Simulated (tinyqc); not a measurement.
Changing the time t: grain-boundary diffusion: Harrison regimes, Fisher and Le Claire analysis, Hart average. Computed by tinyqc, a small Python program. Command: `OMP_NUM_THREADS=1 python tinyqc.py 3004960 3004961 out.jsonl gbdiff sweep`. One thread of a shared host (Intel(R) Xeon(R) Processor @ 2.30GHz), about 0.01 s of CPU time with the checks.

A boundary is a slab of width delta with diffusivity D_b, normal to a surface held at constant concentration; it leaks into grains of diffusivity D.

Inputs (values chosen for the exercise, for a model polycrystal):
```
quantity,value,unit
lattice prefactor D0,4e-05,m^2/s
lattice activation energy E,3.58,eV
boundary prefactor D0b,2.9e-06,m^2/s
boundary activation energy E_b,1.9,eV
boundary width delta,0.42,nm
segregation factor s,3,-
grain size d,0.047,um
temperature T,1620,K
```

Constants: k_B = 8.617333262e-05 eV/K.

Method:
- D = D0 exp(-E/(k_B T)), D_b = D0b exp(-E_b/(k_B T)).
- Triple product P = s delta D_b.
- l = sqrt(D t); P = s delta D_b; alpha = s delta/(2 l); beta = P/(2 D l). Regime A if l > 3 d, C if alpha > 1, B if alpha < 0.1, l < d/4 and beta > 10, otherwise a transition.
- Fisher: the mean concentration falls as exp(-y/y_F), y_F = sqrt(P) (pi t/(4 D))^(1/4), with the boundary equation P d2c/dy2 = 2 c sqrt(D/(pi t)). Le Claire (from the Whipple solution): ln c falls as -(y/y_L)^(6/5) with P = 1.322 sqrt(D/t) y_L^2.

One run for each value:
```
time t (s),Le Claire depth y_L (um),lattice diffusion length l (um),beta,alpha
1.00e+01,0.793,5.3999e-02,1.4247e+02,1.1667e-02
1.00e+02,1.410,1.7076e-01,4.5054e+01,3.6894e-03
1.00e+03,2.507,5.3999e-01,1.4247e+01,1.1667e-03
1.00e+04,4.458,1.7076e+00,4.5054e+00,3.6894e-04
1.00e+05,7.928,5.3999e+00,1.4247e+00,1.1667e-04
1.00e+06,14.098,1.7076e+01,4.5054e-01,3.6894e-05
1.00e+07,25.070,5.3999e+01,1.4247e-01,1.1667e-05
```

Describe and explain the trends.

Over the rows, Le Claire depth y_L (um) rises from 0.793 to 25.1 (exponent d ln y / d ln x about 0.25 throughout); lattice diffusion length l (um) rises from 0.0540 to 54.0 (exponent d ln y / d ln x about 0.50 throughout); beta falls from 142 to 0.142 (exponent d ln y / d ln x about -0.50 throughout). The exponent of Le Claire depth y_L stays at 0.25: the Le Claire depth goes as (t/D)^(1/4) at fixed P. The exponent of beta stays at -0.50: beta = P/(2 D sqrt(D t)).

Caution (all rows): the Fisher and Le Claire forms need regime B with beta above 10.
